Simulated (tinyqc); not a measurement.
# Worked calculation: resistance of a source-drain extension with a graded tip

Numbers from tinyqc (`OMP_NUM_THREADS=1 python tinyqc.py 2282123 2282124 out.jsonl`; about 0.04 s on one thread of a shared Intel Xeon 2.30GHz). Printed values are rounded.

y runs along the channel, the gate covers y > 0. The doping is N0 for y < y0 and N0 10^(-(y - y0)/la) beyond, uniform over the depth xj. Sheet conductance s(y) = q mu(N) max(N - Nch, 0) xj + (for y > 0) ma Cox Vo, with mu(N) = u0 + (u1 - u0)/(1 + (N/Nr)^au) and Cox = eps0 eox/tox. Current is taken as one-dimensional; depletion of the tip, spreading and the contact are left out. The metallurgical junction lies at yj, where N = Nch.

Inputs (values chosen for the exercise); mobility law close to that of electrons in silicon:
- eox = 3.9 (relative permittivity of the gate insulator (close to silicon dioxide))
- tox = 2.6 nm (insulator thickness)
- N0 = 2e20 cm^-3 (active doping of the extension far from the gate)
- la = 4.3 nm/decade (lateral abruptness)
- y0 = 1.7 nm (position under the gate where the fall begins (gate edge at 0))
- xj = 6 nm (depth of the extension)
- Nch = 1.4e18 cm^-3 (channel doping)
- Vo = 0.69 V (gate overdrive)
- ma = 120 cm^2/(V s) (mobility of the gate-induced layer)
- u1 = 1414 cm^2/(V s) (mobility at low doping)
- u0 = 68.5 cm^2/(V s) (mobility at high doping)
- Nr = 9.2e16 cm^-3 (reference doping)
- au = 0.711 (exponent)
- Lg = 45 nm (gate length)

Constants: q = 1.602176634e-19 C, eps0 = 8.8541878128e-14 F/cm where lengths are in cm. Results are converted to the units shown.

## Sheet resistances and junction position

yj = y0 + la log10(N0/Nch); sheet resistance of the full extension 1/[q mu(N0)(N0 - Nch) xj] and of the gate-induced layer 1/(ma Cox Vo); metallurgical length Lg - 2 yj; ye is where the doped and the gate-induced conductances are equal.

yj = 10.9661 nm
sheet resistance of the extension = 706.120 ohm/square
sheet resistance of the induced layer = 9093.47 ohm/square
metallurgical length = 23.0678 nm
ye = 6.98250 nm
N at ye = 1.18179e19 cm^-3

The gate takes over 3.98 nm before the junction, where N is still 8.44 times the channel doping.

## Resistance of the overlapped part

Midpoint rule on 9 equal steps from 0 to yj: R_ov = sum h/s(y), per width.

```
point    y (nm)   N (cm^-3)  doped conductance (uS)  sheet resistance (ohm/square)
0      0.609227        2e20                 1416.19                        655.240
1       1.82768  1.86783e20                 1326.96                        695.929
2       3.04613  9.72693e19                 718.424                        1207.16
3       4.26459  5.06541e19                 395.228                        1979.43
4       5.48304  2.63787e19                 221.284                        3018.84
5       6.70149  1.37370e19                 125.394                        4248.76
6       7.91995  7.15371e18                 70.1098                        5553.12
7       9.13840  3.72537e18                 35.5057                        6874.05
8       10.3569  1.94003e18                 10.7295                        8285.11
```

R_ov = 39.621 ohm um

The exact integral is 39.726 ohm um; the coarse sum is 0.26 % below it.
